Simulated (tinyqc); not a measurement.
Admittance spectroscopy and thermally stimulated current of one trap level in a depletion layer: one step, computed by the program tinyqc. Command: `OMP_NUM_THREADS=1 python tinyqc.py 3110543 3110544 out.jsonl admit walk`. One thread of a shared host (Intel(R) Xeon(R) Processor @ 2.30GHz), about 0.01 s of CPU time with the checks.

A Schottky junction on n-type material holds one donor-like electron trap; shallow donors are fully ionised and abrupt depletion edges are assumed.

Problem. Temperature of the peak. N_c = 2 (2 pi m k_B T/h^2)^(3/2), v_th = sqrt(3 k_B T/m), emission rate e_n = sigma v_th N_c exp(-E_t/(k_B T)). Where the level crosses the Fermi level capture equals emission, so the trap follows the signal with the rate 2 e_n; G/omega peaks at omega = 2 e_n (the correction for large N_t/N is left out). Solve 2 e_n(T_p) = 2 pi f.

Inputs (values chosen for the exercise, modelled on n-type germanium): density-of-states mass m = 0.564 m_0; shallow doping N = 2e+16 1/cm^3; trap depth E_t below the band = 0.225 eV; capture cross section sigma = 3.3e-15 cm^2; test frequency f = 100000 Hz.

Constants: k_B = 1.380649e-23 J/K; m_0 = 9.1093837015e-31 kg; h = 6.62607015e-34 J s; k_B = 8.617333262e-05 eV/K.

Give: peak temperature T_p; N_c at T_p; e_n at T_p; E_c - E_F = k_B T_p ln(N_c/N).

Solution.

peak temperature T_p = 193.54 K

N_c at T_p = 5.5077e+18 1/cm^3

e_n at T_p = 3.1416e+05 1/s

E_c - E_F = k_B T_p ln(N_c/N) = 0.093701 eV
